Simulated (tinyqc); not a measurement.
# Resistance of a source-drain extension with a graded tip: two studies

y runs along the channel, the gate covers y > 0. The doping is N0 for y < y0 and N0 10^(-(y - y0)/la) beyond, uniform over the depth xj. Sheet conductance s(y) = q mu(N) max(N - Nch, 0) xj + (for y > 0) ma Cox Vo, with mu(N) = u0 + (u1 - u0)/(1 + (N/Nr)^au) and Cox = eps0 eox/tox. Current is taken as one-dimensional; depletion of the tip, spreading and the contact are left out. The metallurgical junction lies at yj, where N = Nch.

Values chosen for this exercise; mobility law close to that of electrons in silicon: relative permittivity of the gate insulator (close to silicon dioxide) eox = 3.9; insulator thickness tox = 1.4 nm; active doping of the extension far from the gate N0 = 2.8e20 cm^-3; lateral abruptness la = 2.3 nm/decade; position under the gate where the fall begins (gate edge at 0) y0 = 0.9 nm; depth of the extension xj = 23 nm; channel doping Nch = 2e18 cm^-3; spacer length Ls = 11 nm; gate overdrive Vo = 0.47 V; mobility of the gate-induced layer ma = 84 cm^2/(V s); mobility at low doping u1 = 1414 cm^2/(V s); mobility at high doping u0 = 68.5 cm^2/(V s); reference doping Nr = 9.2e16 cm^-3; exponent au = 0.711; gate length Lg = 90 nm.

Constants: q = 1.602176634e-19 C, eps0 = 8.8541878128e-14 F/cm where lengths are in cm. Results are converted to the units shown.

Each table varies one quantity; the others keep the values above.

## Abruptness at a fixed junction position

R_spacer = integral of dy/s from -Ls to 0, R_ov from 0 to yj, R_channel = (Lg - 2 yj)/(ma Cox Vo), R_total = 2 R_spacer + 2 R_ov + R_channel. Electrical length L_eff = ma Cox dR_total/d(1/Vo); R_series = R_total - L_eff/(ma Cox Vo). y0 is moved with la so that yj stays at 5.8361 nm.

The same in every row: yj (nm) = 5.836; R_channel (ohm um) = 804.4.

Abruptness at a fixed junction position:

| la (nm/decade) | R_spacer (ohm um) | R_ov (ohm um) | R_total (ohm um) | L_eff (nm) | R_series (ohm um) |
|---|---|---|---|---|---|
| 1 | 1.471 | 5.047 | 817.4 | 78.73 | 8.919 |
| 1.8 | 1.471 | 8.468 | 824.2 | 79.05 | 12.48 |
| 2.7 | 1.471 | 12.32 | 831.9 | 79.41 | 16.49 |
| 3.5 | 1.644 | 15.57 | 838.8 | 79.73 | 20.08 |
| 4.3 | 2.226 | 18.45 | 845.7 | 80.04 | 23.79 |
| 5.2 | 3.382 | 21.25 | 853.6 | 80.38 | 28.21 |
| 6 | 4.823 | 23.40 | 860.8 | 80.67 | 32.43 |
| 6.8 | 6.610 | 25.30 | 868.2 | 80.94 | 36.97 |

What does the table show?

As la goes from 1 to 6.8 nm/decade, R_total rises from 817 to 868 ohm um, R_spacer rises from 1.47 to 6.61 ohm um and R_ov rises from 5.05 to 25.3 ohm um. R_total changes on average by 8.76 ohm um for each nm/decade. L_eff exceeds the metallurgical length by 0.401 nm in the first row and 2.61 nm in the last, since the gate also controls the lightly doped tips.

## Effect of the depth of the extension

Same model as above.

The same in every row: yj (nm) = 5.836; R_channel (ohm um) = 804.4.

Effect of the depth of the extension:

| xj (nm) | R_spacer (ohm um) | R_ov (ohm um) | R_total (ohm um) | L_eff (nm) | R_series (ohm um) |
|---|---|---|---|---|---|
| 4 | 8.461 | 24.01 | 869.3 | 81.23 | 35.17 |
| 5.6 | 6.043 | 21.01 | 858.5 | 80.73 | 29.44 |
| 7.7 | 4.395 | 18.33 | 849.8 | 80.31 | 25.09 |
| 11 | 3.077 | 15.54 | 841.6 | 79.90 | 21.10 |
| 15 | 2.256 | 13.32 | 835.5 | 79.59 | 18.16 |
| 21 | 1.612 | 11.15 | 829.9 | 79.31 | 15.40 |
| 29 | 1.167 | 9.303 | 825.3 | 79.09 | 13.07 |
| 40 | 0.8461 | 7.690 | 821.4 | 78.92 | 11.02 |

As xj goes from 4 to 40, R_total falls from 869 to 821 ohm um, L_eff falls from 81.2 to 78.9 nm and R_series falls from 35.2 to 11.0 ohm um.

Computed by the program tinyqc: `OMP_NUM_THREADS=1 python tinyqc.py 2282251 2282252 out.jsonl`, one thread of a shared Intel Xeon 2.30GHz, about 0.05 s for the whole run.
